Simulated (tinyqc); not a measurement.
# Radius, Mott density and mass from the binding energy

Inverse problem. A donor has the isolated binding energy E0 = cc Ry, Ry = (m0 q^3/(8 eps0^2 h^2)) me/eps_r^2 in eV, radius a = q/(8 pi eps0 eps_r E0) and Mott density (0.26/a)^3. Find a, the Mott density and me.

Parameters, values chosen for the exercise: relative permittivity eps_r = 9.41; ratio of the true binding energy to the hydrogenic one cc = 1.3.

Constants: q = 1.602176634e-19 C, eps0 = 8.8541878128e-12 F/m, h = 6.62607015e-34 J s, m0 = 9.1093837015e-31 kg. Results are converted to the units shown.

E0 = 39.150819 meV

Answer. Each follows directly from E0.

a = 1.954 nm
Mott density = 2.355e18 cm^-3
me = 0.1960 m0

Computed by the program tinyqc: `OMP_NUM_THREADS=1 python tinyqc.py 2330147 2330148 out.jsonl`, one thread of a shared Intel Xeon 2.30GHz, about 0.01 s for the whole run.
